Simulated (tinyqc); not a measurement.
# Changing the total flow

Model: precursor delivery and alloy composition in metal-organic vapour-phase epitaxy. Computed by tinyqc, a small Python program. Command: `OMP_NUM_THREADS=1 python tinyqc.py 3029238 3029239 out.jsonl movpe sweep`. One thread of a shared host (Intel(R) Xeon(R) Processor @ 2.30GHz), about 0.01 s of CPU time with the checks.

Carrier gas leaves each bubbler saturated. Group-III species cross a boundary layer and react at the surface; element 2 can also desorb. The film is (1)_(1-x) (2)_x V with a zinc-blende cell.

Inputs (values chosen for the exercise, close to those used for InGaAs from TMGa and TMIn):
```
quantity                                   value      unit
source 1: a in log10(p/torr) = a - b/T      8.07         -
source 1: b                                 1703         K
source 1: bath temperature                    -9         C
source 1: carrier flow                        19      sccm
source 2: a                                10.52         -
source 2: b                                 3014         K
source 2: bath temperature                    16         C
source 2: carrier flow                       130      sccm
bubbler pressure p_b                         600      torr
group-V hydride flow                          63      sccm
reactor pressure p                           760      torr
diffusivity D0 at 273.15 K and 760 torr     0.43    cm^2/s
boundary layer delta                         1.1        cm
prefactor of the surface rate k_s        7.5e+13      cm/s
energy of k_s                               1.83        eV
prefactor of the loss of element 2       7.1e+15  layers/s
energy of the loss                          3.17        eV
lattice constant a                          5.75  angstrom
growth temperature T                         580         C
```

Constants: k_B = 1.380649e-23 J/K; k_B = 8.617333262e-05 eV/K.

Method:
- Temperatures in kelvin are T(C) + 273.15.
- Vapour pressure p_v = 10^(a - b/T); precursor flow = carrier flow x p_v/(p_b - p_v); 1 sccm = 44.615 micromol/min; V/III = hydride flow over the sum of both; gas share x_g = F2/(F1 + F2).
- Partial pressure p_i = p F_i/(44615 x total flow in slm); density n_i = p_i/(k_B T), 1 torr = 133.322 Pa; D = D0 (T/273.15)^1.75 (760/p), h = D/delta, the same for both; k_s = prefactor x exp(-energy/(k_B T)); arrival J_i = n_i/(1/h + 1/k_s); in layers per second g_i = J_i a^2/2 (two group-III sites per a^2 on (001)).
- Loss of element 2 is r x with r = prefactor x exp(-energy/(k_B T)). Then x = (g2 - r x)/(g1 + g2 - r x), or r x^2 - (g1 + g2 + r) x + g2 = 0, smaller root; growth rate G = g1/(1 - x) layers/s; one layer is a/2 thick, 1 angstrom/s = 0.36 um/h.
- Distribution coefficient = [x/(1 - x)]/[x_g/(1 - x_g)], x_g = g2/(g1 + g2).

One run for each value:
```
total flow (slm)  growth rate G (um/h)  solid share x  distribution coefficient
2.0                             35.797        0.15944                   0.99996
3.3                             21.695        0.15944                   0.99994
5.3                             13.508        0.15943                   0.99990
8.6                              8.325        0.15942                   0.99983
14.0                             5.114        0.15941                   0.99973
23.0                             3.113        0.15938                   0.99956
37.0                             1.935        0.15935                   0.99929
60.0                             1.193        0.15929                   0.99884
```

What does the table show, and why?

Over the rows, growth rate G (um/h) falls from 35.8 to 1.19 (exponent d ln y / d ln x about -1.0 throughout); solid share x falls from 0.15944 to 0.15929; distribution coefficient falls from 0.99996 to 0.99884. The exponent of growth rate G stays at -1: more carrier dilutes the precursors at fixed delta.

Caution (rows 2.00, 3.30): rates above some 15 um/h are beyond usual practice, and precursor depletion would cap them. Caution (all rows): the lattice constant is held fixed as x changes, delta does not respond to the flow, both precursors share one D and k_s, and gas-phase side reactions are left out.
